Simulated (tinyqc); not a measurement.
FinFET, parasitic resistance, capacitance and delay: two steps of the calculation.

Nf fins under one contact; each has gated perimeter p = 2 Hf + Wf and cross-section A = Hf Wf; contact width Wc = Nf pf, stack height Hs = Hf. Contact length Lc = CPP - Lg - 2 Lsp, shared by two neighbouring gates. Source and drain sides are equal. The formulas are first-order estimates, not field solutions.

Parameters, values chosen for the exercise; values close to those of silicon logic devices:
- T = 300 K (temperature)
- Nf = 3 (number of fins)
- Hf = 50 nm (fin height)
- Wf = 8 nm (fin width)
- pf = 27 nm (fin pitch)
- CPP = 70 nm (contacted gate pitch)
- Lg = 14 nm (gate length)
- Lsp = 8 nm (spacer length)
- rc = 5e-10 ohm cm^2 (contact resistivity)
- re = 0.00022 ohm cm (resistivity of the source-drain epitaxy)
- te = 15 nm (current-carrying depth of the epitaxy)
- rx = 0.0013 ohm cm (resistivity of the extension)
- Cinv = 3.1 uF/cm^2 (inversion capacitance)
- vx = 1.4e7 cm/s (injection velocity)
- mu = 260 cm^2/(V s) (apparent mobility)
- VT = 0.2 V (threshold at zero drain voltage)
- dl = 0.071 V/V (barrier lowering)
- n = 1.09 (subthreshold factor)
- Vdd = 0.6 V (supply voltage)

Constants: q = 1.602176634e-19 C, kB = 1.380649e-23 J/K, Vt = kB T/q. Results are converted to the units shown.

Question 1. Geometry and resistances. Epitaxy sheet resistance Rsh = re/te, transfer length LT = sqrt(rc/Rsh), contact Rc = [sqrt(rc Rsh)/Wc] coth(Lc/(2 LT)); extension of one fin Rx = rx Lsp/A. Effective width N p; for equal currents one side has Rc + Rx/N.

Find: Lc; effective width; Rsh; LT; Rc; Rx; one side times effective width.

Answer 1.

Lc = 40.00 nm
effective width = 324.0 nm
Rsh = 146.7 ohm
LT = 18.46 nm
Rc = 42.09 ohm
Rx = 260.0 ohm
one side times effective width = 41.72 ohm um

Question 2. Fin currents at Vgs = Vdd, Vds = Vdd/2. One fin: I = p Q vx u/(1 + |u|^1.8)^(1/1.8), Q = Cinv n Vt ln(1 + exp((Vg' - VT + dl Vd')/(n Vt))), u = Vd' mu/(vx Lg), Vg' = Vgs - v, Vd' = Vds - 2 v, with the drop on each side v = Rc (sum of I) + Rx I. I(new) = I(out).

I at the start (uA): fin 1 0, fin 2 0, fin 3 0
Rc = 42.085729 ohm
Rx = 260 ohm

Wanted: drop v; I(out); I after iteration 1.

Answer 2.

drop v (mV): fin 1 0, fin 2 0, fin 3 0
I(out) (uA): fin 1 188.89, fin 2 188.89, fin 3 188.89
I after iteration 1 (uA): fin 1 188.89, fin 2 188.89, fin 3 188.89

Numbers from tinyqc (`OMP_NUM_THREADS=1 python tinyqc.py 2170154 2170155 out.jsonl`; about 0.04 s on one thread of a shared Intel Xeon 2.30GHz).
